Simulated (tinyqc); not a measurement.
Tuning the antireflection layer: standing waves and exposure in a photoresist film.

Normal incidence from air. Unexposed resist: N1 = n1 + i k1 with k1 = (A + B) lam/(4 pi), lam in micrometres. r01 = (1 - N1)/(1 + N1), t01 = 2/(1 + N1). Below the resist lie the layer Na = na + i ka and the substrate Ns = ns + i ks: r12 = (r1a + ras x)/(1 + r1a ras x), x = exp(4 pi i Na da/lam), r1a = (N1 - Na)/(N1 + Na), ras = (Na - Ns)/(Na + Ns). With p = exp(2 pi i N1 d/lam), the field at depth z is E(z) = t01 [exp(2 pi i N1 z/lam) + r12 p^2 exp(-2 pi i N1 z/lam)]/(1 + r01 r12 p^2), the relative intensity I(z) = n1 |E(z)|^2 and the reflectance R = |(r01 + r12 p^2)/(1 + r01 r12 p^2)|^2.

Values chosen for the exercise (a resist on polySi, indices near tabulated ones; not measured data): lam = 248 nm (vacuum wavelength); n1 = 1.726 (resist index); A = 0.14 1/micrometre (bleachable absorption (Dill A)); B = 0.9 1/micrometre (fixed absorption (Dill B)); d = 476 nm (resist thickness); ns = 1.709 (substrate n); ks = 2.764 (substrate k); na = 1.751 (n of the bottom antireflection layer); ka = 0.41 (its k).

da takes the values listed; the contrast is (Imax - Imin)/(Imax + Imin) over the lowest period of the resist (60 depths).

Results:
```
da (nm)  |r12|^2  contrast
0         0.3850     0.867
10        0.2893     0.806
20        0.1532     0.650
30        0.0526     0.431
40        0.0114     0.221
60        0.0352     0.342
75        0.0477     0.384
90        0.0255     0.284
110       0.0038     0.101
140       0.0179     0.235
```

Give the missing row, da (nm) = 50.

Computed row:
```
da (nm)  |r12|^2  contrast
50        0.0146     0.252
```

|r12|^2 starts at 0.3850 and is lowest, 0.0038, at 110 nm of those listed, where the contrast is 0.101 against 0.867. The contrast follows 2|r|/(1 + |r|^2), so even |r12|^2 = 0.01 leaves about 0.2. Values below 0.01 occur at 110 nm.

(tinyqc, `OMP_NUM_THREADS=1 python tinyqc.py 1682453 1682454 out.jsonl`, Intel(R) Xeon(R) Processor @ 2.30GHz, 1 thread, shared host, about 0.01 s.)
